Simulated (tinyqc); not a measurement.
Stoner model of a band magnet at zero temperature: one step, computed by the program tinyqc. Command: `OMP_NUM_THREADS=1 python tinyqc.py 3005825 3005826 out.jsonl stoner walk`. One thread of a shared host (Intel(R) Xeon(R) Processor @ 2.30GHz), about 0.01 s of CPU time with the checks.

Five orbitals per spin share one band; u = (E - E_bottom)/W runs from 0 to 1, and the states per spin, atom and energy are g = 5 d(u)/W with d = (3/2) sqrt(u). N(u) is the integral of d from 0. The moment m = n_up - n_down (electrons per atom) moves the fillings to n +/- m/10; the energy is E(m) = E_band(m) - I m^2/4.

Problem. Exchange-enhanced response. The susceptibility is enhanced by 1/(1 - I g_F), and a field B induces m = 2 mu_B B g_F/(1 - I g_F).

Inputs (values chosen for the exercise, for a model d band): field B = 30 T.

Density of states: free-electron (square root).

Stoner product I g_F = 0.6114402

g_F = 1.184962 1/eV

Constants: mu_B = 5.7883818060e-05 eV/T.

Give: enhancement; induced moment.

Solution.

enhancement = 2.5736

induced moment = 0.010591 mu_B
